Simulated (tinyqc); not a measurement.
Chemically amplified photoresist: aerial image, acid generation, bake, development and line width: one step, computed by the program tinyqc.

Lines and spaces of pitch p with a two-beam-like image; x = 0 is the middle of the bright space. The resist is positive and treated as uniform in depth.

Problem. Acid image and its blur. Dose E(x) = E [1 + c cos(2 pi x/p)]; acid h = 1 - exp(-C E(x)). Bake: the acid image is blurred by a Gaussian of variance sigma^2 = 2 D t (each Fourier term k of h, taken on 64 points, is multiplied by exp(-4 pi^2 k^2 D t/p^2)). Cosine coefficients: h(x) = sum_k h_k cos(2 pi k x/p).

Inputs (values chosen for the exercise, for a model resist at 13.5 nm):

| quantity | value | unit |
|---|---|---|
| pitch p | 31 | nm |
| image contrast c | 0.61 | - |
| mean dose E | 15.7 | mJ/cm^2 |
| Dill parameter C | 0.017 | cm^2/mJ |
| acid diffusivity D | 0.21 | nm^2/s |
| bake time t | 45 | s |

Give: diffusion length sigma = sqrt(2 D t); h_0 to h_4 before the bake; h_0 to h_4 after the blur; blur factor of the first harmonic.

Solution.

diffusion length sigma = sqrt(2 D t) = 4.347 nm

h_0 to h_4 before the bake: 0.2292  0.1251  -0.0051  0.0001  0.0000

h_0 to h_4 after the blur: 0.2292  0.0848  -0.0011  0.0000  0.0000

blur factor of the first harmonic = 0.6783

sigma/p = 0.140; the blur keeps 68 % of the modulation.
